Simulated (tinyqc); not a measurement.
Which pair of peaks is best: composition and strain of an epitaxial Si(1-x)Ge(x) layer from Raman and X-ray peaks. Computed by tinyqc, a small Python program. Command: `OMP_NUM_THREADS=1 python tinyqc.py 3009463 3009464 out.jsonl epiraman walk`. One thread of a shared host (Intel(R) Xeon(R) Processor @ 2.30GHz), about 0.01 s of CPU time with the checks.

A (001) layer, biaxially strained in the plane. The Raman peaks follow empirical lines omega = w0 + c1 x + c3 x^3 + b eps (c3 for Si-Ge alone), with eps the in-plane strain.

Inputs (values chosen for the exercise, modelled on silicon-germanium):

| quantity | value | unit |
|---|---|---|
| Ge fraction x | 0.73 | - |
| Si-Si: c1 | -69.8 | 1/cm |
| Si-Si: strain coefficient b | -695 | 1/cm |
| Si-Ge: c1 | 25.2 | 1/cm |
| Si-Ge: c3 | -32.5 | 1/cm |
| Si-Ge: strain coefficient b | -592 | 1/cm |
| Ge-Ge: c1 | 19 | 1/cm |
| Ge-Ge: strain coefficient b | -445 | 1/cm |
| uncertainty of a Raman peak | 0.1 | 1/cm |

Substrate: relaxed alloy buffer.

Method. For each pair invert J = [d omega/dx, d omega/d eps] at the true x. Independent errors of the given size in both peaks give sigma_x and sigma_eps = uncertainty x (norm of the rows of the inverse of J).

Error propagation:

| pair | det J | sigma_x | sigma_eps (per mille) |
|---|---|---|---|
| Si-Si and Si-Ge | 22.725 | 0.0040174 | 0.32895 |
| Si-Si and Ge-Ge | 44.266 | 0.0018643 | 0.16342 |
| Si-Ge and Ge-Ge | 23.155 | 0.0031984 | 0.14173 |

What does the comparison show, and why?

The pair Si-Si and Ge-Ge fixes x best (sigma_x = 0.0019) and Si-Si and Si-Ge worst (0.0040), a factor 2.2. Strain moves all peaks the same way, so a good pair needs different ratios of composition slope to strain coefficient, best of opposite sign; the slopes here are -69.8, -26.8 and 19 per cm for Si-Si, Si-Ge and Ge-Ge. Errors in the coefficients themselves are not counted.

Extremes, crossings and ranges named in words are read from the listed rows.
